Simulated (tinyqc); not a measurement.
Scan in temperature at fixed frequency: admittance spectroscopy and thermally stimulated current of one trap level in a depletion layer. Computed by tinyqc, a small Python program. Command: `OMP_NUM_THREADS=1 python tinyqc.py 3113101 3113102 out.jsonl admit walk`. One thread of a shared host (Intel(R) Xeon(R) Processor @ 2.30GHz), about 0.01 s of CPU time with the checks.

A Schottky junction on n-type material holds one donor-like electron trap; shallow donors are fully ionised and abrupt depletion edges are assumed.

Inputs (values chosen for the exercise, modelled on n-type 4H-SiC):

| quantity | value | unit |
|---|---|---|
| dielectric constant eps | 9.69 | - |
| density-of-states mass m | 0.741 | m_0 |
| shallow doping N | 5.5e+15 | 1/cm^3 |
| trap density N_t | 4.2e+14 | 1/cm^3 |
| trap depth E_t below the band | 0.158 | eV |
| capture cross section sigma | 7.3e-16 | cm^2 |
| band bending V_b | 1.6 | V |
| test frequency f | 300 | Hz |

Constants: k_B = 1.380649e-23 J/K; m_0 = 9.1093837015e-31 kg; h = 6.62607015e-34 J s; k_B = 8.617333262e-05 eV/K; eps_0 = 8.8541878128e-12 F/m; e = 1.602176634e-19 C.

Method:
- N_c = 2 (2 pi m k_B T/h^2)^(3/2), v_th = sqrt(3 k_B T/m), emission rate e_n = sigma v_th N_c exp(-E_t/(k_B T)).
- Where the level crosses the Fermi level capture equals emission, so the trap follows the signal with the rate 2 e_n; G/omega peaks at omega = 2 e_n (the correction for large N_t/N is left out).
- Solve 2 e_n(T_p) = 2 pi f.
- With E_c - E_F = k_B T_p ln(N_c/N): lambda = sqrt(2 eps eps_0 (E_t - (E_c - E_F))/(e^2 N)); traps are empty and charged for x < x_t = w - lambda, and V_b = e (N w^2 + N_t x_t^2)/(2 eps eps_0). High frequency: C_hf = eps eps_0/w. Low frequency: C_lf = eps eps_0 (N + N_t)/(N w + N_t x_t).
- With x = omega/(2 e_n): C = C_hf + (C_lf - C_hf)/(1 + x^2), G/omega = (C_lf - C_hf) x/(1 + x^2); C_hf and C_lf are held at their values at T_p.

peak temperature T_p = 108.454 K

C_hf = 15.6955 nF/cm^2

C_lf = 15.9816 nF/cm^2

Admittance:

| T (K) | omega/(2 e_n) | C (nF/cm^2) | G/omega (nF/cm^2) |
|---|---|---|---|
| 95.44 | 12.949 | 15.697 | 0.02197 |
| 99.78 | 5.137 | 15.706 | 0.05367 |
| 103.00 | 2.714 | 15.730 | 0.09282 |
| 106.30 | 1.466 | 15.786 | 0.13319 |
| 108.50 | 0.992 | 15.840 | 0.14306 |
| 110.60 | 0.693 | 15.889 | 0.13393 |
| 113.90 | 0.404 | 15.941 | 0.09938 |
| 118.20 | 0.209 | 15.970 | 0.05727 |
| 123.60 | 0.097 | 15.979 | 0.02750 |

What follows from these numbers?

The peak of G/omega is half the step, 0.143 nF/cm^2. Its full width is near 2 ln(2 + sqrt3) k_B T_p^2/(E_t + 2 k_B T_p) = 15.1 K.

Extremes, crossings and ranges named in words are read from the listed rows.
